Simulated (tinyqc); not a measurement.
Double-gate transistor below threshold, two-dimensional Poisson equation on a small mesh: one step of the calculation.

Half of a symmetric double-gate structure: row 0 is the mid-plane of the body, where the normal field vanishes. Mobile charge is neglected (subthreshold), the body is fully depleted, and potentials are counted from the intrinsic level; rows run upward to the gate, columns from source to drain.

Task. Coefficients of the five-point equations. Mesh: rows i = 0..2 in the semiconductor (step hs = tb/2, row 2 on the interface), then 1 step(s) ho = tox/1 up to the gate row 3; columns j = 0..5 (step hy = L/5). Box integration, divided by eps0: up_i = eps hy/h of the interval above row i, dn_i = that of the interval below (0 for row 0), lat_i = (sum of eps h/2 over the intervals above and below)/hy, s_i = -q Na w_i hy/eps0 with w_i the semiconductor height of the box (hs/2 for row 0 and the interface row, hs between, 0 in the insulator). Each free node obeys (up + dn + 2 lat) psi = up psi(above) + dn psi(below) + lat [psi(left) + psi(right)] + s.

Parameters, values chosen for the exercise; semiconductor permittivity close to that of silicon: relative permittivity of the semiconductor eps_r = 11.7; relative permittivity of the insulator eox = 25; half the body thickness tb = 4 nm; insulator thickness tox = 4.5 nm; channel length L = 27 nm; acceptor density of the depleted body Na = 0 cm^-3.

Constants: q = 1.602176634e-19 C, eps0 = 8.8541878128e-14 F/cm where lengths are in cm. Results are converted to the units shown.

Find: up; dn; lat; s.

Result.

| row | up | dn | lat | s (V) |
|---|---|---|---|---|
| 0 | 31.590 | 0 | 2.1667 | 0 |
| 1 | 31.590 | 31.590 | 4.3333 | 0 |
| 2 | 30.000 | 31.590 | 12.583 | 0 |

tinyqc, about 0.1 s, one thread, Intel Xeon 2.30GHz (shared host): `OMP_NUM_THREADS=1 python tinyqc.py 2480115 2480116 out.jsonl`
